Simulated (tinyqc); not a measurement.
UHF in the sto-6g basis, for H4, spin multiplicity 3, step by step. This run ends on a higher stationary point, not on the lowest solution. One step of it, computed by the program tinyqc.

Task: Iteration 3 (converged): orbitals. Diagonalise F' = X^T F X, C = X C', fill 3 alpha and 1 beta electrons from the bottom; D(s) = C_occ C_occ^T. Each column has its largest component positive (the first on a tie).

converged F(alpha) (hartree), order 1H 1s, 2H 1s, 3H 1s, 4H 1s:
```
[[-0.337525, -0.266629, -0.210435, -0.042781],
 [-0.266629, -0.337525, -0.042781, -0.210435],
 [-0.210435, -0.042781, -0.337525, -0.266629],
 [-0.042781, -0.210435, -0.266629, -0.337525]]
```

converged F(beta) (hartree), order 1H 1s, 2H 1s, 3H 1s, 4H 1s:
```
[[0.055930, -0.195375, -0.172198, -0.129234],
 [-0.195375, 0.055930, -0.129234, -0.172198],
 [-0.172198, -0.129234, 0.055930, -0.195375],
 [-0.129234, -0.172198, -0.195375, 0.055930]]
```

X, order 1H 1s, 2H 1s, 3H 1s, 4H 1s:
```
[[1.036971, -0.127266, -0.091885, -0.004180],
 [-0.127266, 1.036971, -0.004180, -0.091885],
 [-0.091885, -0.004180, 1.036971, -0.127266],
 [-0.004180, -0.091885, -0.127266, 1.036971]]
```

Give: F' = X^T F X; orbital energies; coefficients C; F' = X^T F X; orbital energies; coefficients C; D(alpha) after iteration 3; D(beta) after iteration 3.

Result:

F' = X^T F X (alpha) (hartree):
```
[[-0.262, -0.199, -0.160, 0.054],
 [-0.199, -0.262, 0.054, -0.160],
 [-0.160, 0.054, -0.262, -0.199],
 [0.054, -0.160, -0.199, -0.262]]
```

orbital energies (alpha) (hartree): [-0.568, -0.355, -0.276, 0.152]

coefficients C (alpha), order 1H 1s, 2H 1s, 3H 1s, 4H 1s:
```
[[0.407, 0.503, 0.538, 0.626],
 [0.407, 0.503, -0.538, -0.626],
 [0.407, -0.503, 0.538, -0.626],
 [0.407, -0.503, -0.538, 0.626]]
```

F' = X^T F X (beta) (hartree):
```
[[0.144, -0.208, -0.169, -0.059],
 [-0.208, 0.144, -0.059, -0.169],
 [-0.169, -0.059, 0.144, -0.208],
 [-0.059, -0.169, -0.208, 0.144]]
```

orbital energies (beta) (hartree): [-0.292, 0.164, 0.241, 0.461]

coefficients C (beta), order 1H 1s, 2H 1s, 3H 1s, 4H 1s:
```
[[0.407, 0.503, 0.538, 0.626],
 [0.407, 0.503, -0.538, -0.626],
 [0.407, -0.503, 0.538, -0.626],
 [0.407, -0.503, -0.538, 0.626]]
```

D(alpha) after iteration 3, order 1H 1s, 2H 1s, 3H 1s, 4H 1s:
```
[[0.708, 0.129, 0.202, -0.377],
 [0.129, 0.708, -0.377, 0.202],
 [0.202, -0.377, 0.708, 0.129],
 [-0.377, 0.202, 0.129, 0.708]]
```

D(beta) after iteration 3, order 1H 1s, 2H 1s, 3H 1s, 4H 1s:
```
[[0.166, 0.166, 0.166, 0.166],
 [0.166, 0.166, 0.166, 0.166],
 [0.166, 0.166, 0.166, 0.166],
 [0.166, 0.166, 0.166, 0.166]]
```
